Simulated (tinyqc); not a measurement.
Weaire-Thorpe hybrids on a Bethe lattice: gap and dangling bond of an amorphous tetrahedral solid: one step. Densities at that energy.

Four sp3 hybrids an atom at energy 0, coupled by -V1 on the atom and by -V2 along a bond; the bonds form a tree (no rings). For any network the gap runs at least from -V2 + V1 to V2 - 3 V1, and p-like states pile up at -V2 + V1 and V2 + V1. On the tree the gap is wider: it ends at Ec = -V1 + sqrt(V2^2 + 4 V1^2 - 2 sqrt3 V1 V2), which makes it well wider than the gaps of the real glasses. A branch seen from a hybrid has the self-energy S = V2^2 g, where g is the Green function of the hybrid across the bond, whose three partners carry S themselves. With a = z - V1, b = a - S: g = 1/(a + V1 b/(b + 3 V1)), z = E + i eta. A full atom has G = (1/b)(b + 3 V1)/(b + 4 V1) per hybrid; a dangling hybrid with shift dh has G = 1/(1/g - dh).

Inputs chosen for the exercise (of the size of tabulated hybrid energies for amorphous silicon; not measured data):

| symbol | value | unit | meaning |
|---|---|---|---|
| V1 | 1.78 | eV | coupling of two hybrids on one atom |
| V2 | 4.58 | eV | coupling of the two hybrids of a bond |
| E | -4.07 | eV | energy |
| eta | 0.05 | eV | broadening |
| dh | -1.26 | eV | shift of the dangling hybrid (rehybridisation) |

S = -2.100073-0.221387i eV

Task: With z = E + i eta, b = z - V1 - S: full atom G = (b + 3 V1)/(b (b + 4 V1)); g = S/V2^2; dangling hybrid 1/(1/g - dh); densities -Im G/pi.

Give: G; densities.

Result:

G (1/eV): (bulk) -0.1253-0.0203i, (dangling with dh = 0) -0.1001-0.0106i, (dangling with dh) -0.1144-0.0138i
densities (1/eV): (bulk) 0.0065, (dangling with dh = 0) 0.0034, (dangling with dh) 0.0044

(tinyqc, `OMP_NUM_THREADS=1 python tinyqc.py 1450289 1450290 out.jsonl`, Intel(R) Xeon(R) Processor @ 2.30GHz, 1 thread, shared host, about 0.04 s.)
